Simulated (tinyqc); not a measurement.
Worked calculation: size effects in the resistivity of thin metal films and interconnect lines. Computed by tinyqc, a small Python program that keeps every step. Command: `OMP_NUM_THREADS=1 python tinyqc.py 3001422 3001423 out.jsonl size walk`. One thread of a shared host (Intel(R) Xeon(R) Processor @ 2.30GHz), about 0.01 s of CPU time with the checks. Intermediate numbers are printed to about 7 digits and carried at full precision; extremes and crossings named in words are read from the listed rows.

Electrons lose their drift at surfaces (a share 1 - p of the hits) and at grain boundaries (reflection R), besides bulk scattering. The line sits in a trench with a non-conducting liner on both walls and the bottom; the spacing equals the drawn width.

Inputs (values chosen for the exercise, modelled on molybdenum):
```
quantity                                   value         unit
bulk resistivity rho_b                      5.22  microohm cm
bulk mean free path lambda                  11.2           nm
specularity p                               0.78            -
grain-boundary reflection R                  0.5            -
drawn line width w                            49           nm
grain size over metal width                  1.4            -
aspect ratio (height over width)             2.1            -
liner thickness t                            2.2           nm
line length                                  4.5   micrometre
permittivity of the dielectric k             3.8            -
competitor: rho_b relative to this metal     3.8            -
competitor: lambda relative to this metal   0.23            -
competitor: liner relative to t              0.5            -
```

Geometry: line.

Constants: eps_0 = 8.8541878128e-12 F/m.

## Metal cross-section

Metal width w_m = w - 2t, height h_m = (aspect ratio) w - t, grain size D = (ratio) w_m.

metal width w_m = 44.6 nm

metal height h_m = 100.7 nm

grain size D = 62.44 nm

share of the trench filled by metal = 89.07439 %

## Grain boundaries

Mayadas-Shatzkes: alpha = (lambda/D) R/(1 - R); rho_b/rho = 1 - 3 alpha/2 + 3 alpha^2 - 3 alpha^3 ln(1 + 1/alpha).

alpha = 0.1793722

rho/rho_b from grains = 1.258085

The linear estimate 1 + 3 alpha/2 gives 1.269, within 2 %.

## Surfaces

Fuchs-Sondheimer film: rho_b/rho = 1 - (3/(2 kappa))(1 - p) int_0^1 (s - s^3)(1 - exp(-kappa/s))/(1 - p exp(-kappa/s)) ds, f = rho/rho_b, kappa = thickness/lambda, 80 Gauss-Legendre points. Line: the excess of a film of thickness w_m and of a film of thickness h_m are added, rho/rho_b = 1 + (f(w_m) - 1) + (f(h_m) - 1), an estimate that holds best when both sides exceed lambda.

kappa = w_m/lambda = 3.982143

f(w_m) = 1.021144

f(h_m) = 1.009261

rho/rho_b from surfaces = 1.030405

## Resistance and delay

Total: rho = rho_b [1 + surface excess + grain excess]; resistance per length rho/(w_m h_m); capacitance per length C = 2 k eps_0 (aspect ratio + 1/2), a parallel-plate estimate for two neighbours plus a fixed term for the planes above and below; delay 0.38 R C L^2; effective resistivity per drawn area.

resistivity rho = 6.725918 microohm cm

resistance per length = 14.97570 ohm/micrometre

capacitance per length = 0.1749588 fF/micrometre

RC delay = 0.02016190 ps

effective resistivity per drawn area = 7.550899 microohm cm

Of the factor 1.45 over bulk, scattering gives 1.29 and the liner 1.12; within scattering, grain boundaries outweigh surfaces (0.26 against 0.03, grains first).

## A short-path metal as competitor

w_m = w - 2t, h_m = (aspect ratio) w - t, D = (ratio) w_m; rho = rho_b [1 + surface excess + grain excess]. Effective resistivity rho (aspect ratio) w^2/(w_m h_m) for the metal with its liner, for the same metal without liner, and for a competitor with its own rho_b, lambda and liner, and for that competitor with the liner t; p, R, aspect and grain ratios are the same.

Effective resistivity (microohm cm):
```
w (nm)  this metal  without liner  competitor  competitor, liner t
200        5.72718        5.56438    20.42056              20.7081
100        6.27173        5.90284    21.02510              21.6374
50         7.49656        6.56955    22.29889              23.6904
30         9.48254        7.44611    24.14578              26.9105
20        12.73606        8.53019    26.72867              31.9487
14        18.82566        9.91236    30.58572              40.8297
10        33.05077       11.74222    36.92353              59.9889
7         92.30117       14.46906    50.10963             130.9621
```

The competitor wins below a width between 10.0 and 7.00 nm. In narrow lines rho scales as rho_b lambda/w, and the product rho_b lambda of the competitor is 0.87 times this metal's. At the narrowest width the liner costs this metal a factor 6.38. With the same liner the competitor wins nowhere in the table; at the narrowest width the thinner liner lowers it from 131 to 50.1. Rows with w - 2t below lambda stretch the additive estimate. Metal widths below about 5 nm are outside this semiclassical model.

Checks made by the program: grain-boundary formula against its angular integral 3 int_0^1 c^3/(c + alpha) dc (relative difference below 1e-10).
